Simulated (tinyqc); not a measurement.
Chemically amplified photoresist: aerial image, acid generation, bake, development and line width: one step, computed by the program tinyqc. Command: `OMP_NUM_THREADS=1 python tinyqc.py 3031510 3031511 out.jsonl resist walk`. One thread of a shared host (Intel(R) Xeon(R) Processor @ 2.30GHz), about 0.02 s of CPU time with the checks.

Lines and spaces of pitch p with a two-beam-like image; x = 0 is the middle of the bright space. The resist is positive and treated as uniform in depth.

Task: Space width and dose latitude. Dose E(x) = E [1 + c cos(2 pi x/p)]; acid h = 1 - exp(-C E(x)). Bake: the acid image is blurred by a Gaussian of variance sigma^2 = 2 D t (each Fourier term k of h, taken on 64 points, is multiplied by exp(-4 pi^2 k^2 D t/p^2)). The quencher then removes q, h_eff = max(h_blurred - q, 0); protection m = exp(-k_amp t h_eff). Mack rate r = r_max (a + 1)(1 - m)^n/(a + (1 - m)^n) + r_min, a = ((n + 1)/(n - 1))(1 - m_th)^n. Edge: vertical development clears the film where r t_d >= d; the space width is twice the x where r = d/t_d. Dose sensitivity = d ln(width)/d ln E from widths at 1.005 E and E/1.005; image log-slope at the edge = |d ln E/dx|, normalised by the width (NILS); latitude for 10 % of width = 10 %/sensitivity.

Inputs (values chosen for the exercise, for a model resist at 13.5 nm):
```
quantity                                         value     unit
pitch p                                             31       nm
image contrast c                                  0.61        -
mean dose E                                       15.7  mJ/cm^2
Dill parameter C                                 0.017  cm^2/mJ
quencher load q, relative to the acid generator   0.18        -
acid diffusivity D                                0.21   nm^2/s
bake time t                                         45        s
amplification rate k_amp                         0.084      1/s
threshold protection m_th                         0.51        -
development selectivity n                            8        -
largest rate r_max                                 280     nm/s
smallest rate r_min                              0.018     nm/s
resist thickness d                                  39       nm
development time t_d                                45        s
```

Give: space width; dose sensitivity; NILS; dose latitude.

Result:

space width = 12.64 nm

dose sensitivity = 2.096

NILS = 1.275

dose latitude = 4.772 %

At the same width a resist without blur would give a sensitivity 2/NILS = 1.568; the blur multiplies it by 1.34. Caution: lateral development, standing waves and the joint diffusion of acid and quencher are left out, so widths are indicative.
